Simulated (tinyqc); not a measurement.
## Charge centroid from charge and shift

Inverse problem. A sheet of N electrons in the storage layer of a charge-trap cell shifts the threshold by U = (q/eps0) N (tb/eb + xc tn/en). Find xc and the distance xc tn from the blocking layer.

Parameters, values chosen for the exercise: storage layer tn = 6.3 nm; its relative permittivity en = 7.3; blocking layer tb = 7.2 nm; its relative permittivity eb = 3.9.

Constants: q = 1.602176634e-19 C, eps0 = 8.8541878128e-14 F/cm where lengths are in cm. Results are converted to the units shown.

N = 3.1e12 cm^-2
U = 1.3260621 V

Solution. U eps0/(q N) is the electrical distance from the gate; subtract that of the blocking layer.

xc = 0.6000
distance = 3.780 nm

Computed by the program tinyqc: `OMP_NUM_THREADS=1 python tinyqc.py 2130006 2130007 out.jsonl`, one thread of a shared Intel Xeon 2.30GHz, about 0.04 s for the whole run.
